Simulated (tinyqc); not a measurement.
## Segment and feed resistance from two drops

Question. A rail is fed at one end through Rq; K loads of Ij follow, each after a segment Rs. The drop at load j is K Ij Rq + Rs Ij sum_(l=1..j) (K - l + 1). Find Rs, Rq and the worst drop, at the middle, if the rail were fed through Rq at both ends: K Ij Rq/2 + Rs Ij K^2/8 with the load taken as continuous.

Parameters, values chosen for the exercise:
```
symbol,value,unit,meaning
K,11,,number of equal loads
Ij,0.31,mA,current of each load
```

drops at the first and at the last load (mV): [2.0119000, 6.2744000]

Answer. The difference of the two drops is Rs Ij K (K - 1)/2, which gives Rs; the first drop then gives Rq.

Rs = 0.250 ohm
Rq = 0.340 ohm
drop at the middle with two feeds = 1.75 mV

Computed by the program tinyqc: `OMP_NUM_THREADS=1 python tinyqc.py 2770154 2770155 out.jsonl`, one thread of a shared Intel Xeon 2.30GHz, about 0.09 s for the whole run.
